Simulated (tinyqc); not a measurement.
Peak gain against injection: optical gain and spontaneous emission in a bulk direct-gap semiconductor.

Parabolic bands, vertical transitions, no excitons. For each hole band j: mr = me mj/(me + mj); joint density of states J_j(E) = (mr/c)^(3/2) sqrt(E - Eg)/(2 pi^2), both spins, c = hbar^2/2m0; averaged matrix element |e.p|^2 = m0 Ep/6; alpha_j(E) = 4 pi^2 alpha_f c Ep J_j/(3 nr E) in 1/angstrom (alpha_f the fine-structure constant, listed as alpha among the constants), times 1e8 for 1/cm.

F_j(eta) = (1/Gamma(j + 1)) integral_0^infinity x^j dx/(1 + exp(x - eta)), which tends to exp(eta) for eta << 0.

Quasi-Fermi levels: n = Nc F_1/2(Fc/kT) and p = Nv F_1/2(Fv/kT), Fc counted up from the conduction edge and Fv down from the valence edge; Nc, Nv from N = 2 (m kB T/(4 pi c))^(3/2) with c = hbar^2/2m0, in 1/angstrom^3; times 1e24 for 1/cm^3, with me and (mhh^(3/2) + mlh^(3/2))^(2/3).

For band j the electron sits at Ee = (E - Eg) mr/me above its edge and the hole at Eh = (E - Eg) mr/mj; fe = 1/(1 + exp((Ee - Fc)/kT)), fh = 1/(1 + exp((Eh - Fv)/kT)); gain g = sum_j alpha_j (fe + fh - 1).

Spontaneous rate: R = integral of (nr E/(hbar c))^2/(pi^2 hbar) sum_j alpha_j fe fh dE, with alpha in 1/cm and (nr E/(hbar c))^2 in 1/cm^2 (1e16 per 1/angstrom^2); B = R/(n p); lifetime n/R.

Constants: hbar^2/2m0 = 3.80998211 eV angstrom^2; fine-structure constant alpha = 0.007297352564; kB = 8.617333262e-05 eV/K; hbar = 6.58211957e-16 eV s; hbar c = 1973.269805 eV angstrom.

Values chosen for the exercise (near those of GaAs; shifted at random, so the results belong to these values and not to a real crystal):
- Eg = 1.437 eV (direct gap)
- me = 0.0692 m0 (electron mass)
- mhh = 0.517 m0 (heavy-hole mass)
- mlh = 0.0806 m0 (light-hole mass)
- Ep = 25.8 eV (Kane energy)
- nr = 3.54 (refractive index)
- T = 400 K

The peak is the largest g over E; a dash marks no gain.

Gain:
```
n (1/cm^3)  Fc (eV)  Fv (eV)  peak gain (1/cm)  peak E - Eg (eV)  B (cm^3/s)
9.9e+17      0.0286  -0.0935                 -                 -    1.40e-10
1.6e+18      0.0552  -0.0764                 -                 -    1.32e-10
2.3e+18      0.0790  -0.0634                63            0.0054    1.23e-10
2.8e+18      0.0937  -0.0562               227            0.0136    1.18e-10
3.6e+18      0.1148  -0.0469               525            0.0258    1.11e-10
4.6e+18      0.1383  -0.0376               894            0.0398    1.03e-10
5.9e+18      0.1659  -0.0280              1339            0.0561    9.52e-11
7.9e+18      0.2041  -0.0164              1940            0.0774    8.54e-11
```

transparency density (Fc + Fv = 0) = 1.98e+18 1/cm^3

What does the comparison show?

Gain starts at 1.98e+18 1/cm^3, where Fc = -Fv = 0.0688 eV: with Nv/Nc = 22 the electrons must be degenerate before the holes are. The slope of peak gain against n is 3.27e-16 cm^2 between the first two rows with gain and 3.01e-16 between the last two; the peak moves from 0.0054 to 0.0774 eV above the gap as the bands fill, and B falls by a factor 1.64. Line broadening and gap shrinkage are left out.

Run: tinyqc, `OMP_NUM_THREADS=1 python tinyqc.py 1652473 1652474 out.jsonl`; Intel(R) Xeon(R) Processor @ 2.30GHz, one thread, shared host; about 0.1 s of CPU time with all checks.
